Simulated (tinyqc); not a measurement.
Avalanche multiplication and breakdown of a junction from ionisation integrals: one step, computed by the program tinyqc. Command: `OMP_NUM_THREADS=1 python tinyqc.py 3012328 3012329 out.jsonl impact walk`. One thread of a shared host (Intel(R) Xeon(R) Processor @ 2.30GHz), about 0.01 s of CPU time with the checks.

Ionisation coefficients follow the local field. Position x runs through the depletion layer from the p side (x = 0), where electrons enter, to the n side (x = w), where holes enter. The built-in voltage is neglected.

Task: Multiplication and noise. M_n = 1/(1 - I_n), M_p = M_n exp(-Phi(w)); McIntyre excess noise for the carrier with the larger M, F_x = k M + (1 - k)(2 - 1/M), with k = (smaller M - 1)/(larger M - 1).

Junction: one-sided abrupt n+p.

Every 50th point:

| x (micrometre) | F (MV/cm) | alpha_n (1/cm) | alpha_p (1/cm) | Phi | I_n up to x |
|---|---|---|---|---|---|
| 0.00000 | 0.0000000 | 0 | 0 | 0 | 0 |
| 2.21352 | 0.0480647 | 1.666016e-21 | 1.417749e-14 | -6.969155e-20 | 6.398102e-27 |
| 4.42704 | 0.0961294 | 1.002301e-07 | 1.683894e-04 | -2.980246e-09 | 1.329502e-12 |
| 6.64056 | 0.1441942 | 3.927395e-03 | 3.841963e-01 | -1.459685e-05 | 1.132441e-07 |
| 8.85408 | 0.1922589 | 7.774237e-01 | 1.835153e+01 | -1.168098e-03 | 3.880225e-05 |
| 11.06760 | 0.2403236 | 1.856050e+01 | 1.866998e+02 | -1.716803e-02 | 1.424295e-03 |
| 13.28112 | 0.2883883 | 1.538902e+02 | 8.765800e+02 | -1.054103e-01 | 1.747455e-02 |
| 15.49464 | 0.3364530 | 6.972186e+02 | 2.645696e+03 | -3.872370e-01 | 1.247201e-01 |
| 17.70816 | 0.3845177 | 2.165148e+03 | 6.058306e+03 | -1.021824e+00 | 7.427088e-01 |

Give: M_n; M_p; effective k; excess noise factor.

Result:

M_n = 3.8866

M_p = 10.798

effective k = 0.29461

excess noise factor = 4.5267

Injecting holes gives the larger gain and, at equal gain, the lower noise.
